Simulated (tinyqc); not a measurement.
Length of a molecular wire: coherent transport through a tight-binding bridge. Computed by the program tinyqc. T = Gamma_L Gamma_R |G_1n|^2 with the self-energies of semi-infinite chains.

A uniform bridge between two chains:

| parameter | value |
|---|---|
| site energy (eV) | 5.290000 |
| hopping in the bridge (eV) | 1.430000 |
| lead hopping (eV) | 1.690000 |
| couplings (eV) | 0.91, 0.69 |
| E (eV) | 0.490000 |

Transmission against length:

| sites | T | ln T |
|---|---|---|
| 2 | 2.3435e-03 | -6.056 |
| 3 | 2.5536e-04 | -8.273 |
| 4 | 2.7878e-05 | -10.488 |
| 5 | 3.0441e-06 | -12.702 |
| 6 | 3.3240e-07 | -14.917 |
| 7 | 3.6297e-08 | -17.132 |
| 8 | 3.9634e-09 | -19.346 |
| 10 | 4.7259e-11 | -23.775 |

Estimate the missing row, sites = 9.

Computed row:
```
sites           T     ln T
9      4.3279e-10  -21.561
```

E lies outside the band of the bridge (|E - e|/2h = 1.678 > 1), so T decays as exp(-beta n) with beta = 2 arccosh(1.678) = 2.2146 a site; the last two rows give 2.2146.
